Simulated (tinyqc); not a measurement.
Worked calculation: solid solubility of a dopant against its melt (retrograde solidus), clustering and the electrically active fraction. Computed by tinyqc, a small Python program that keeps every step. Command: `OMP_NUM_THREADS=1 python tinyqc.py 3014432 3014433 out.jsonl retro walk`. One thread of a shared host (Intel(R) Xeon(R) Processor @ 2.30GHz), about 0.01 s of CPU time with the checks. Intermediate numbers are printed to about 6 digits and carried at full precision; extremes and crossings named in words are read from the listed rows.

Inputs (values chosen for the exercise, of the order of those of tin in silicon for the solubility):

| quantity | value | unit |
|---|---|---|
| melting point of the host T_m | 1687 | K |
| heat of melting of the host H_f | 50.2 | kJ/mol |
| interaction L of the melt | 7.8 | kJ/mol |
| enthalpy of transfer from melt to solid H | 0.41 | eV |
| entropy of transfer S | -1.78 | k_B |
| site density N0 | 5e+22 | 1/cm^3 |
| temperature T | 1290 | K |
| total dopant density N_t | 5.5e+20 | 1/cm^3 |
| atoms per cluster m | 3 | - |
| cluster scale N* at 1273 K | 2.5e+20 | 1/cm^3 |
| activation energy E_b of the cluster scale | 0.54 | eV |
| anneal temperature T_a | 950 | K |
| prefactor of n_i | 4.02e+16 | 1/(cm^3 K^1.5) |
| energy E_i in n_i | 0.605 | eV |
| mobility mu | 60 | cm^2/(V s) |

Clustering: clusters that take up free electrons.

Constants: R = 8.314462618 J/(mol K); k_B = 8.617333262e-05 eV/K; e = 1.602176634e-19 C; N_A = 6.02214076e+23 1/mol.

## Liquidus and solidus at T

x_l and x_s are atom fractions of the dopant in melt and solid; the solid is dilute. Liquidus of the host: R T ln(1 - x_l) + L x_l^2 = -H_f (1 - T/T_m). Distribution: k = x_s/x_l = exp[L (1 - x_l)^2/(R T)] exp(S/k_B - H/(k_B T)), the first factor being the activity coefficient in the melt. Solubility = x_s N0; at T_m x_l = 0.

x_l = 0.788510

distribution coefficient k = 0.00435805

x_s = 0.00343637

solubility = 1.71818e+20 1/cm^3

k at the melting point = 0.0175235

k has changed by a factor 0.25 from its value at T_m, while x_l has grown from 0 to 0.789.

## The retrograde maximum

The largest x_s N0 between 900 K and T_m. For an ideal melt with constant heats the maximum has x_l = H_f/(H + H_f), H in the same units.

temperature of the maximum = 1428.61 K

largest solubility = 1.96567e+20 1/cm^3

x_l there = 0.580438

ideal-melt value H_f/(H + H_f) = 0.559275

The maximum lies 258 K below T_m: above it the melt runs out of dopant, below it k falls as exp(-H/(k_B T)).

## The solidus

The formulas are those given above.

Against temperature:

| T (K) | x_l | k | solubility (1/cm^3) | over the maximum |
|---|---|---|---|---|
| 1000 | 0.964241 | 0.0014493 | 6.98753e+19 | 0.355479 |
| 1100 | 0.929065 | 0.0022406 | 1.04081e+20 | 0.529497 |
| 1200 | 0.870623 | 0.0032413 | 1.41096e+20 | 0.717803 |
| 1300 | 0.777152 | 0.0044983 | 1.74794e+20 | 0.889237 |
| 1400 | 0.632886 | 0.0061694 | 1.95226e+20 | 0.993179 |
| 1500 | 0.429749 | 0.0086645 | 1.86177e+20 | 0.947147 |
| 1580 | 0.242070 | 0.0116761 | 1.41321e+20 | 0.718947 |
| 1640 | 0.102936 | 0.0146868 | 7.55902e+19 | 0.384553 |
| 1675 | 0.025674 | 0.0167589 | 2.15134e+19 | 0.109446 |

Between the first rows the Arrhenius energy of the solubility is 0.38 eV, against H = 0.41 eV; it shrinks to zero at 1429 K and turns negative beyond. A crystal saturated at the maximum precipitates dopant-rich liquid on cooling and on heating alike. Below a eutectic or compound temperature another phase would set the limit.

## Active fraction after the anneal

A highly soluble donor (another dopant than that of the solidus) is limited by clustering. Donors N_a are active, and clusters hold m atoms each: N_t = N_a + m C, m C = N* (N_a/N*)^m (n/N*)^m, each atom taking one electron, n = N_a/2 + sqrt(N_a^2/4 + n_i^2), n_i = prefactor x T^1.5 exp(-E_i/(k_B T)), with N*(T) = N*(1273 K) exp[-(E_b/k_B)(1/T - 1/1273)]. Resistivity = 1/(e mu N_a).

N*(T_a) = 4.68891e+19 1/cm^3

active density N_a = 6.91104e+19 1/cm^3

active fraction = 0.125655

resistivity = 1.50520 milliohm cm

Doubling the dose would raise N_a by only 13 %. Caution: this clustering law is a generic form; degeneracy and a doping-dependent mobility are left out.

## Active against total

A highly soluble donor (another dopant than that of the solidus) is limited by clustering. Donors N_a are active, and clusters hold m atoms each: N_t = N_a + m C, m C = N* (N_a/N*)^m (n/N*)^m, each atom taking one electron, n = N_a/2 + sqrt(N_a^2/4 + n_i^2), n_i = prefactor x T^1.5 exp(-E_i/(k_B T)), with N*(T) = N*(1273 K) exp[-(E_b/k_B)(1/T - 1/1273)].

Active density (1/cm^3):

| N_t (1/cm^3) | N_a at T_a | fraction | N_a at T_a + 150 K | N_a at T_a - 150 K |
|---|---|---|---|---|
| 1.00e+19 | 9.99553e+18 | 0.999553 | 9.99994e+18 | 8.92086e+18 |
| 3.00e+19 | 2.79102e+19 | 0.930340 | 2.99637e+19 | 1.39855e+19 |
| 1.00e+20 | 4.77389e+19 | 0.477389 | 8.34093e+19 | 1.83483e+19 |
| 2.00e+20 | 5.64940e+19 | 0.282470 | 1.10485e+20 | 2.09145e+19 |
| 5.00e+20 | 6.78892e+19 | 0.135778 | 1.39380e+20 | 2.46102e+19 |
| 1.00e+21 | 7.70437e+19 | 0.077044 | 1.60466e+20 | 2.77273e+19 |
| 2.00e+21 | 8.69956e+19 | 0.043498 | 1.82516e+20 | 3.11873e+19 |
| 5.00e+21 | 1.01755e+20 | 0.020351 | 2.14481e+20 | 3.63841e+19 |

The exponent d ln N_a/d ln N_t falls from 0.93 to 0.17, towards 1/(2m) = 0.167. At the highest dose a 150 K hotter anneal gives 2.11 times the active density, and a later step 150 K cooler would cut it to 0.36 if it ran to equilibrium: short hot anneals come last.

Checks made by the program: the ideal-melt maximum (relative difference 2e-09).
